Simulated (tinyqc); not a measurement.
Inside a calculation. Model: ballistic conductance of a hard-wall wire of rectangular section by counting modes.

Computed by the program tinyqc: `OMP_NUM_THREADS=1 python tinyqc.py 2740120 2740121 out.jsonl`, one thread of a shared Intel Xeon 2.30GHz, about 0.5 s for the whole run. Printed values are rounded.

Subband edges E_(a,b) = (C pi^2/m) [(a/W)^2 + (b/Hh)^2], a, b = 1, 2, ...; C = hbar^2/(2 m0). Every mode transmits fully; spin gives the factor 2 in 2 q^2/h, valleys the factor gv.

Values chosen for this exercise:
```
symbol,value,unit,meaning
T,4,K,temperature
m,0.067,m0,mass
gv,1,,valleys
Ef,0.191,eV,Fermi energy above the bulk band edge
W,14,nm,width
Hh,12,nm,height
Et,0.239,eV,highest subband edge listed
```

Constants: q = 1.602176634e-19 C, kB = 1.380649e-23 J/K, hbar = 1.054571817e-34 J s, h = 6.62607015e-34 J s, m0 = 9.1093837015e-31 kg, Vt = kB T/q, hbar^2/(2 m0) = 0.0380998212 eV nm^2. Results are converted to the units shown.

## Subband edges and their occupation

List the edges below Et; each adds its degeneracy times f = 1/(1 + exp((E_n - Ef)/Vt)) to the thermal mode count.

```
mode  edge (eV)  degeneracy        f
1,1    0.067610           1  1.00000
2,1    0.153514           1  1.00000
1,2    0.184534           1  1.00000
```

## Conductance and ballistic resistance

G = (2 q^2/h) gv M; at zero temperature M counts the edges below Ef, at T it is the sum of degeneracy times f. The smooth (Sharvin) count is kF^2 A/(4 pi), kF = sqrt(m Ef/C), A = W Hh, perimeter p = 2 (W + Hh), and with the boundary term kF^2 A/(4 pi) - kF p/(4 pi). The sum runs over the edges listed.

M at zero temperature = 3
M at T = 3.00000
G = 232.443 uS
resistance 1/G = 4.30213 kohm
smooth count = 4.49040

The smooth count is 50 % above M at T. With the boundary term it is 2.09.
